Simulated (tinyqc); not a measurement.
MOS capacitor on a p-type substrate, surface potential from the exact charge relation: two steps of the calculation.

Uniform p-type substrate, Boltzmann statistics, full ionisation, classical densities. psi is the surface potential against the body (positive when the bands bend down) and u = psi/Vt. Traps are spread evenly over the gap and neutral at flat band, so their charge is -q Dit psi; the minority quasi-Fermi level is shifted by Vb.

Inputs (values chosen for the exercise); band and dielectric values close to those of silicon:

| symbol | value | unit | meaning |
|---|---|---|---|
| T | 400 | K | temperature |
| Eg | 1.12 | eV | band gap |
| eps_r | 11.7 |  | relative permittivity |
| Nc | 4.28e19 | cm^-3 | conduction-band density of states at T |
| Nv | 4e19 | cm^-3 | valence-band density of states at T |
| N | 7.3e15 | cm^-3 | acceptor density of the substrate |
| eox | 3.9 |  | relative permittivity of the gate insulator (close to silicon dioxide) |
| tox | 3.2 | nm | insulator thickness |
| Nf | 0 | cm^-2 | fixed charge at the interface, in units of q |
| Dit | 0 | cm^-2 eV^-1 | density of interface traps |
| Vb | 0.4 | V | reverse bias of the inversion layer against the body |
| Vg | 0.3 | V | gate voltage against the body |

Constants: q = 1.602176634e-19 C, kB = 1.380649e-23 J/K, Vt = kB T/q, eps0 = 8.8541878128e-14 F/cm where lengths are in cm. Results are converted to the units shown.

Task 1. Newton step for the surface potential. u = psi/Vt; F^2 = exp(-u) + u - 1 + r (exp(u) - u - 1); Qs = -sign(u) Q0 F; Cs = -dQs/dpsi = (Q0/Vt) |1 - exp(-u) + r (exp(u) - 1)|/(2 F). f = Vfb + psi + (q Dit psi - Qs)/Cox - Vg, f' = 1 + (Cs + q Dit)/Cox, psi(new) = psi - f/f'.

psi at the start = 1.0620687 V
Cox = 1.0791041 uF/cm^2
Vfb = -0.80326177 V
Q0 = 9.1393511 nC/cm^2
r = 2.2683023e-12

Find: u; F; Qs; Cs; f; f'; psi after iteration 1.

Result 1.

u = 30.81
F = 9.187
Qs = -83.97 nC/cm^2
Cs = 0.8023 uF/cm^2
f = 0.03662 V
f' = 1.743
psi after iteration 1 = 1.041 V

Task 2. Charges, field and capacitances at the solution. ni = sqrt(Nc Nv) exp(-Eg/(2 Vt)), Eg in volts; phiF = Vt ln(N/ni); Cox = eps0 eox/tox; Vfb = phiM - chi - (Eg - Vt ln(Nv/N)) - q Nf/Cox; Q0 = sqrt(2 eps0 eps_r q N Vt); r = (ni/N)^2 exp(-Vb/Vt); VT = Vfb + [(2 phiF + Vb)(1 + q Dit/Cox) + sqrt(2 eps0 eps_r q N (2 phiF + Vb))/Cox].

Low frequency: 1/C_LF = 1/Cox + 1/(Cs + q Dit). High frequency, in the simple estimate in which traps and minority carriers do not follow: 1/C_HF = 1/Cox + 1/Cd, Cd being Cs with r = 0 at the same psi. Minority sheet density N_inv = (Q0/(2 q)) int_0^u r (exp(t) - 1)/F(t) dt for u > 0. Oxide field |Qs - q Dit psi + q Nf|/(eps0 eox).

converged psi = 1.0391781 V

Give: Qs; N_inv; oxide field; Cs; C_LF/Cox; C_HF/Cox.

Result 2.

Qs = -69.15 nC/cm^2
N_inv = 1.257e11 cm^-2
oxide field = 0.2003 MV/cm
Cs = 0.5099 uF/cm^2
C_LF/Cox = 0.3209
C_HF/Cox = 0.02225

The surface is in strong inversion (borders at |psi| = 0, phiF + Vb and 2 phiF + Vb = 0.924 V). Minority carriers make up 29.1 % of Qs.

Program tinyqc, `OMP_NUM_THREADS=1 python tinyqc.py 2060086 2060087 out.jsonl`; Intel Xeon 2.30GHz, shared host, one thread, about 0.01 s.
